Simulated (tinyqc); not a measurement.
Capacitance of parallel on-chip lines from Laplace's equation on a mesh: one step of the calculation.

Cross-section of an endless row of equal lines between two grounded planes; neighbours are driven in antiphase (+1 V and -1 V), so the plane midway between two lines is at 0 V. By symmetry one quarter is solved: x runs from the centre of a line (column 0, mirror) to that midplane (column 3, 0 V), y from the mid-height of the line (row 0, mirror) to the ground plane (row 4, 0 V). The line fills columns 0 to 1 and rows 0 to 2 at 1 V. Cells beside the line (below row 2) have e2, cells above have e1. Each link between nodes has the conductance g = mean permittivity of the two cells beside it (a cell beyond a mirror counts as 0), and the free nodes obey sum g (V_neighbour - V) = 0.

Problem. Relaxation sweep. One sweep visits the free nodes row by row from row 0, left to right, and replaces V by V + om (weighted mean of the neighbours - V), using new values at once.

Values chosen for this exercise:
- om = 1.4 (over-relaxation factor)

V at the start (V):

|  | col 0 | col 1 | col 2 | col 3 |
|---|---|---|---|---|
| row 0 | 1 | 1 | 0 | 0 |
| row 1 | 1 | 1 | 0 | 0 |
| row 2 | 1 | 1 | 0 | 0 |
| row 3 | 0 | 0 | 0 | 0 |
| row 4 | 0 | 0 | 0 | 0 |

gx:

|  | col 0 | col 1 | col 2 |
|---|---|---|---|
| row 0 | 3.5 | 3.5 | 3.5 |
| row 1 | 7 | 7 | 7 |
| row 2 | 5.6 | 5.6 | 5.6 |
| row 3 | 4.2 | 4.2 | 4.2 |
| row 4 | 2.1 | 2.1 | 2.1 |

gy:

|  | col 0 | col 1 | col 2 | col 3 |
|---|---|---|---|---|
| row 0 | 3.5 | 7 | 7 | 3.5 |
| row 1 | 3.5 | 7 | 7 | 3.5 |
| row 2 | 2.1 | 4.2 | 4.2 | 2.1 |
| row 3 | 2.1 | 4.2 | 4.2 | 2.1 |

Give: V after sweep 1.

Solution.

V after sweep 1 (V):

|  | col 0 | col 1 | col 2 | col 3 |
|---|---|---|---|---|
| row 0 | 1.000 | 1.000 | 0.350 | 0.000 |
| row 1 | 1.000 | 1.000 | 0.472 | 0.000 |
| row 2 | 1.000 | 1.000 | 0.557 | 0.000 |
| row 3 | 0.350 | 0.472 | 0.360 | 0.000 |
| row 4 | 0.000 | 0.000 | 0.000 | 0.000 |

Program tinyqc, `OMP_NUM_THREADS=1 python tinyqc.py 2790114 2790115 out.jsonl`; Intel Xeon 2.30GHz, shared host, one thread, about 0.6 s.
